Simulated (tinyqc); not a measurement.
## Permittivity and interlayer from two capacitances

Problem. A two-layer stack has Cox = eps0/(t1/e1 + t2/e2) and EOT = 3.9 eps0/Cox. Find e2, the EOT of layer 1 and, with e1 given, t1.

Values chosen for this exercise:
- e1 = 7.35 (relative permittivity of layer 1)

Constants: eps0 = 8.8541878128e-14 F/cm where lengths are in cm. Results are converted to the units shown.

Cox at t2 = 2.3 and 8.7 nm (uF/cm^2): 4.1288086  1.8820718

Answer. EOT is linear in t2 with slope 3.9/e2, and its intercept is the EOT of layer 1.

e2 = 25.0
EOT of layer 1 = 0.478 nm
t1 = 0.900 nm

Computed by the program tinyqc: `OMP_NUM_THREADS=1 python tinyqc.py 2010017 2010018 out.jsonl`, one thread of a shared Intel Xeon 2.30GHz, about 0.01 s for the whole run.
